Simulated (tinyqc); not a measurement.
# Memristor with linear dopant drift, Joglekar window: effect of the amplitude on the first half period

A film of thickness D has a doped share x: R = Ron x + Roff (1 - x), i = v/R, dx/dt = k i F with k = mv Ron/D^2 and F = 1 - (2 x - 1)^(2 p). The drive is v = V0 sin(2 pi f t). The model has no threshold and no heating.

The equation is integrated to convergence over the first half period; the lobe area is the integral of i dv, down branch less up branch.

Inputs (values chosen for the exercise): resistance of the fully doped film Ron = 500 ohm; resistance of the undoped film Roff = 20000 ohm; film thickness D = 15 nm; dopant mobility mv = 4e-14 m^2/(V s); doped share at t = 0 x0 = 0.36; window exponent p = 1; frequency f = 10 Hz.

Result of one run:
```
x at half period	R0/R(half period)	peak i (uA)	lobe area (uW)
0.5308	1.345	61.69	4.251
```

Which amplitude V0 gave this result: 0.14, 0.23, 0.61 or 0.7 V?

V0 = 0.7 V.

The whole series:
```
V0 (V)	x at half period	R0/R(half period)	peak i (uA)	lobe area (uW)
0.14	0.3892	1.046	11.03	0.02310
0.23	0.4092	1.080	18.39	0.1083
0.33	0.4326	1.122	26.87	0.3411
0.42	0.4548	1.166	34.79	0.7470
0.51	0.4780	1.215	43.03	1.424
0.61	0.5052	1.279	52.62	2.624
0.7	0.5308	1.345	61.69	4.251
```

As V0 goes from 0.14 to 0.7 V, x at half period rises from 0.389 to 0.531, the resistance ratio rises from 1.05 to 1.35 and the lobe area rises from 0.0231 to 4.25 uW.

tinyqc, about 0.2 s, one thread, Intel Xeon 2.30GHz (shared host): `OMP_NUM_THREADS=1 python tinyqc.py 2880120 2880121 out.jsonl`
